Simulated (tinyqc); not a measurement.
Inside a calculation. Method: lattice vibrations of a chain. Computed by tinyqc, a small Python program that keeps every step. Command: `OMP_NUM_THREADS=1 python tinyqc.py 30357 30358 out.jsonl` (the two numbers bound the seeds that draw the settings). One thread of a shared host (Intel(R) Xeon(R) Processor @ 2.60GHz), about 0.01 s of CPU time with the checks.

## Dynamical matrix at q = 0.23

A chain moving along its axis:

| atom | mass (u) | spring to the next atom (eV/angstrom^2) |
|---|---|---|
| 1 | 43.400000 | 24.200000 |
| 2 | 16.700000 | 16.700000 |
| 3 | 21.600000 | 14.500000 |
| 4 | 48.700000 | 25.500000 |

q is in units of 2 pi/a. A spring k from atom i to atom j, n cells on, adds k to Phi_ii and Phi_jj, -k exp(2 pi i q n) to Phi_ij and the conjugate to Phi_ji (for one atom a cell: 2k (1 - cos 2 pi q n)); D_ij = Phi_ij / sqrt(m_i m_j).

D(q) (eV/(angstrom^2 u)):
```
                     1          2          3                    4
1             1.145161  -0.898902   0.000000  -0.069518+0.550291i
2            -0.898902   2.449102  -0.879288             0.000000
3             0.000000  -0.879288   1.444444            -0.447071
4  -0.069518-0.550291i   0.000000  -0.447071             0.821355
```

## Frequencies

omega^2 are the eigenvalues; wavenumber = 521.4708 sqrt(eigenvalue) 1/cm.

eigenvalues: 0.073880  0.866505  1.626162  3.293515

wavenumbers (1/cm): 141.7  485.4  665.0  946.4

weights |e|^2 of the mass-weighted modes:
```
          mode 1    mode 2    mode 3    mode 4
atom 1  0.348535  0.220826  0.294029  0.136609
atom 2  0.116553  0.164759  0.041553  0.677135
atom 3  0.143195  0.321838  0.364009  0.170958
atom 4  0.391717  0.292577  0.300409  0.015297
```

## Dispersion and heat capacity

C/k_B per atom = mean over q = (j + 1/2)/80, j = 0..39 and all branches of y^2 e^y/(e^y - 1)^2, y = hc wavenumber / k_B T.

Wavenumbers (1/cm):

| q | branch 1 | branch 2 | branch 3 | branch 4 |
|---|---|---|---|---|
| 0.000000 | 0.000000 | 577.601766 | 597.813908 | 950.017006 |
| 0.062500 | 39.145989 | 559.903322 | 613.649446 | 949.709323 |
| 0.125000 | 78.016608 | 533.463950 | 634.509145 | 948.823138 |
| 0.187500 | 116.285968 | 505.195699 | 653.526210 | 947.468179 |
| 0.250000 | 153.493838 | 476.036980 | 669.914148 | 945.822947 |
| 0.312500 | 188.857665 | 446.884150 | 683.225173 | 944.123022 |
| 0.375000 | 220.780552 | 419.378165 | 693.075414 | 942.635642 |
| 0.437500 | 245.558859 | 397.243492 | 699.138334 | 941.616495 |
| 0.500000 | 255.686798 | 387.995783 | 701.186719 | 941.253578 |

Heat capacity:

| T (K) | C/k_B per atom |
|---|---|
| 20 | 0.036598 |
| 50 | 0.093687 |
| 100 | 0.186128 |
| 200 | 0.388601 |
| 300 | 0.572838 |
| 600 | 0.839891 |
| 1200 | 0.954447 |

zero-point energy per atom = 34.592737 meV
